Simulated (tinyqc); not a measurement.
From results to parameters: Luttinger model of the valence bands. Computed by the program tinyqc.

Problem. In the four-band Luttinger model 1/m = g1 -/+ 2 g2 along [100] and g1 -/+ 2 g3 along [111]. Find g1, g2, g3 and the light hole mass along [111].

heavy and light hole masses along [100] (electron masses): 0.233645  0.142857
heavy hole mass along [111] = 0.925926 electron masses

Solution. The mean of the two inverse masses along [100] is g1 and a quarter of their difference is g2; g3 = (g1 - 1/m_hh[111])/2.

g1, g2, g3: 5.640  0.680  2.280
light hole mass along [111] = 0.0980 electron masses
